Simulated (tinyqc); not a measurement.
Ways to converge the cycle: SCF convergence aids in the 3-21g basis, for Li, spin multiplicity 2. Computed by the program tinyqc with PySCF. UHF with one setting changed at a time; a run stops when the energy changes by less than 1e-09 hartree and the error matrix is below 1e-5. The start is the Wolfsberg-Helmholz matrix. Damping d keeps d of the old density; a shift (hartree) raises the virtual levels; DIIS n extrapolates F over n matrices.

Geometry (angstrom):
```
atom       x       y       z
Li    0.0000  0.0000  0.0000
```

lowest solution found by these runs and by PySCF with stability checks = -7.381513 hartree

Largest element of the error matrix X^T (FDS - SDF) X:
```
iteration    plain  damping 0.3  damping 0.6  shift 0.4   DIIS 3   DIIS 8
1          6.4e-02      6.4e-02      6.4e-02    6.4e-02  6.4e-02  6.4e-02
2          1.5e-02      2.5e-02      4.2e-02    2.4e-02  1.5e-02  1.5e-02
3          7.1e-03      1.2e-02      2.7e-02    1.9e-02  5.5e-03  5.5e-03
4          3.2e-03      7.9e-03      1.8e-02    1.4e-02  2.5e-04  2.5e-04
5          1.5e-03      4.9e-03      1.2e-02    1.0e-02  1.5e-05  3.5e-06
6          6.7e-04      3.1e-03      9.5e-03    7.7e-03  4.7e-07  9.2e-08
8          1.4e-04      1.2e-03      5.9e-03    4.2e-03        -        -
10         2.9e-05      4.5e-04      3.7e-03    2.3e-03        -        -
14               -      6.6e-05      1.4e-03    7.0e-04        -        -
20               -            -      3.2e-04    1.2e-04        -        -
30               -            -      2.7e-05          -        -        -
```

How each run ends:
```
run          iterations  E (hartree)         state
plain                12     -7.38151  lowest found
damping 0.3          19     -7.38151  lowest found
damping 0.6          36     -7.38151  lowest found
shift 0.4            29     -7.38151  lowest found
DIIS 3                6     -7.38151  lowest found
DIIS 8                6     -7.38151  lowest found
```

What does the comparison show, and why?

6 of 6 runs reach the lowest solution found, in 6 to 36 iterations (fastest: DIIS 3, DIIS 8). Plain steps already contract here, so damping only slows them. DIIS 3 and DIIS 8 gain by cancelling the error over several earlier matrices, much as a quasi-Newton step does.
